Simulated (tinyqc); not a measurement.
Carrier lifetime from Shockley-Read-Hall, radiative, Auger and surface recombination: one step, computed by the program tinyqc.

Energies are counted from the top of the valence band. Boltzmann statistics, full ionisation, and equal excess densities of electrons and holes.

Question. Equilibrium densities. N_c = 2 M_c (2 pi m_e k_B T/h^2)^(3/2) and N_v = 2 (2 pi m_h k_B T/h^2)^(3/2), masses in units of m_0. n_i = sqrt(N_c N_v) exp(-E_g/2 k_B T); majority density N/2 + sqrt(N^2/4 + n_i^2), minority density n_i^2 over it.

Inputs (values chosen for the exercise, with bands modelled on CdTe):

| quantity | value | unit |
|---|---|---|
| gap E_g | 1.54 | eV |
| electron mass m_e | 0.0951 | m_0 |
| valleys M_c | 1 | - |
| hole mass m_h | 0.624 | m_0 |
| temperature T | 400 | K |
| doping N | 4.6e+15 | cm^-3 |

Doping: p-type. Surface term: two equal surfaces.

Constants: m_0 = 9.1093837015e-31 kg; k_B = 1.380649e-23 J/K; h = 6.62607015e-34 J s; k_B = 8.617333262e-05 eV/K.

Give: N_c; N_v; n_i; n_0; p_0.

Answer.

N_c = 1.1331e+18 cm^-3

N_v = 1.9044e+19 cm^-3

n_i = 9.2349e+08 cm^-3

n_0 = 185.40 cm^-3

p_0 = 4.60e+15 cm^-3
